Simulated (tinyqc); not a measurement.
Long-channel MOSFET, surface-potential model: one step of the calculation.

n-channel transistor on a uniformly doped p-type body, gradual-channel approximation, constant mobility, Boltzmann statistics, full ionisation. Potentials are counted from the neutral body; V is the electron quasi-Fermi potential, Vsb at the source and Vsb + Vds at the drain. Charges are magnitudes per area.

Question. Pao-Sah current by Simpson's rule. I = mu (W/L) integral of Qi dV; Simpson's rule on the 7 points, step Vds/6, weights 1, 4, 2, ..., 4, 1 times step/3.

Parameters, values chosen for the exercise; material values close to those of silicon: channel mobility mu = 160 cm^2/(V s); gate width W = 5 um; gate length L = 2 um; drain-source voltage Vds = 0.8 V.

```
point,"Qi, Pao-Sah (nC/cm^2)"
0,0.69931646
1,0.0041120557
2,2.3670759e-5
3,1.3624203e-7
4,7.8416902e-10
5,4.5134460e-12
6,2.5978068e-14
```

Find: Pao-Sah current.

Answer.

Pao-Sah current = 0.012726 uA

Gauss-Legendre quadrature on many points gives 0.007309 uA, so this value is 74 % above it; the charge-sheet current, 0.007162 uA, is 2.0 % below it.

Numbers from tinyqc (`OMP_NUM_THREADS=1 python tinyqc.py 2360035 2360036 out.jsonl`; about 0.04 s on one thread of a shared Intel Xeon 2.30GHz).
